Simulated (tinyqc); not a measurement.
Haynes-Shockley experiment: drift, diffusion and decay of a minority-carrier pulse: one step, computed by the program tinyqc. Command: `OMP_NUM_THREADS=1 python tinyqc.py 3111510 3111511 out.jsonl haynes walk`. One thread of a shared host (Intel(R) Xeon(R) Processor @ 2.30GHz), about 0.01 s of CPU time with the checks.

A thin sheet of excess carriers is made at x = 0, t = 0 in a long uniform bar; injection is low, so the pulse moves with the minority mobility.

Question. Two distances. dn(x, t) = N0/sqrt(4 pi D t) exp(-(x - v t)^2/(4 D t) - t/tau). At fixed x the signal peaks where d ln(dn)/dt = 0: a t^2 + t/2 - x^2/(4 D) = 0 with a = v^2/(4 D) + 1/tau. Differences remove part of the bias: mu = (d2 - d)/(F (t_p2 - t_p)). The time-integrated signal is A(x) = (N0/u) exp(x (v - u)/(2 D)), u = sqrt(v^2 + 4 D/tau); the simple lifetime is tau = (t_p2 - t_p)/ln(A(d)/A(d2)).

Inputs (values chosen for the exercise, modelled on electrons in p-type silicon in a lightly doped bar): lifetime tau = 68 microsecond; temperature T = 300 K; field F = 4.1 V/cm; distance d to the collector = 0.78 cm; second distance d2 = 1.9 cm.

drift velocity v = 5699 cm/s

D = 35.93428 cm^2/s

time of the peak t_p = 131.5839 microsecond

Give: t_p2; mobility from two distances; area ratio A(d)/A(d2); lifetime from areas.

Answer.

t_p2 = 322.0 microsecond

mobility from two distances = 1435 cm^2/(V s)

area ratio A(d)/A(d2) = 17.19

lifetime from areas = 66.94 microsecond
